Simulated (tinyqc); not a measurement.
MOSFET in saturation, small-signal circuit and noise: effect of the total gate width on speed and noise.

Bias by the inversion coefficient IC = I/Ispec (charge-based model with velocity saturation; weak inversion below 0.1, strong above 10). Common-source circuit: gm, gds, Cgs, Cgd and Cj at the inner nodes, Rg in series with the gate; quasi-static, no source or drain resistance, no gate-body capacitance, no substrate network, no induced gate noise, so fmax is an upper estimate.

Ispec = 2 n mu Cox (W/L) Vt^2, lc = Ls/L, gms = [sqrt((lc IC + 1)^2 + 4 IC) - 1]/[2 + lc (lc IC + 1)], gm = gms Ispec/(n Vt), gds = sg gm. qs = [sqrt(1 + 4 IC) - 1]/2, Cgs = Cox W L qs (2 qs + 3)/(3 (qs + 1)^2) + Cov W, Cgd = Cov W, Cd = Cj W, Rg = Rsh (Wf/L)/(12 Nf) + Rc/W with Nf = W/Wf fingers (not rounded) contacted at both ends. fT = gm/(2 pi (Cgs + Cgd)), fmax = fT/(2 sqrt(Rg (gds + 2 pi fT Cgd))). Channel noise Sid = 4 kB T gam n gm with gam = (1/2 + (2/3) qs)/(1 + qs) + gw lc IC, qs = [sqrt(1 + 4 IC) - 1]/2, lc = Ls/L (the last term an empirical rise with velocity saturation); at the gate, white noise Sw = Sid/gm^2 + 4 kB T Rg. Number fluctuation with correlated mobility: S(f) = K/f, K = q^2 Vt lt Nt/(W L Cox^2) (1 + ac mu Cox I/gm)^2, Vt in eV with Nt per eV. Corner fc = K/Sw. IC is held fixed.

Parameters, values chosen for the exercise: temperature T = 350 K; gate length L = 28 nm; gate capacitance Cox = 0.78 uF/cm^2; mobility mu = 230 cm^2/(V s); slope factor n = 1.34; velocity-saturation length Ls = 15 nm; ratio gds/gm sg = 0.1; overlap and fringe capacitance per side Cov = 0.33 fF/um; drain junction capacitance Cj = 0.49 fF/um; sheet resistance of the gate Rsh = 10 ohm; finger width Wf = 1 um; gate contact and vertical resistance Rc = 100 ohm um; inversion coefficient IC = 5.8; short-channel excess of the noise factor gw = 0.12; oxide trap density Nt = 1.1e17 cm^-3 eV^-1; tunnelling length into the oxide lt = 0.1 nm; Coulomb scattering coefficient ac = 10000 V s/C.

Constants: q = 1.602176634e-19 C, kB = 1.380649e-23 J/K, Vt = kB T/q. Results are converted to the units shown.

The same in every row: fT (GHz) = 101.02; fmax (GHz) = 275.78; fc (MHz) = 162.80.

Effect of the total gate width on speed and noise:
```
W (um)  I (uA)  Rg (ohm)  sqrt(Sw) (nV/Hz^0.5)
2       181.19    64.881                5.2170
4.3     389.56    30.177                3.5579
9.3     842.54    13.953                2.4193
20      1811.9    6.4881                1.6497
43      3895.6    3.0177                1.1251
93      8425.4    1.3953               0.76505
200      18119   0.64881               0.52170
```

As W goes from 2 to 200 um, fT stays at 101 GHz, fmax stays at 276 GHz, the white noise falls from 5.22 to 0.522 nV/Hz^0.5 and the corner stays at 163 MHz. Current, gm and capacitances scale with W and Rg with 1/W, so the frequencies stay while both noise powers fall as 1/W.

Numbers from tinyqc (`OMP_NUM_THREADS=1 python tinyqc.py 2150106 2150107 out.jsonl`; about 0.01 s on one thread of a shared Intel Xeon 2.30GHz).
